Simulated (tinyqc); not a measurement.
## Depletion depth for a wanted scale length

Problem. A single-gate structure has eps_r tan(pi ti/Lambda) + ei tan(pi ts/Lambda) = 0 for its lowest mode, with both thicknesses below Lambda. Find ts.

Parameters, values chosen for the exercise; permittivities: semiconductor close to that of silicon, insulator close to that of zirconium oxide:
- eps_r = 11.9 (relative permittivity of the semiconductor)
- ei = 24.6 (relative permittivity of the insulator)
- ti = 4.4 nm (insulator thickness)

Lambda = 11.329663 nm

Answer. The condition is explicit in ts: an arctangent, taken between 0 and pi.

ts = 8.000 nm

Program tinyqc, `OMP_NUM_THREADS=1 python tinyqc.py 2420020 2420021 out.jsonl`; Intel Xeon 2.30GHz, shared host, one thread, about 0.01 s.
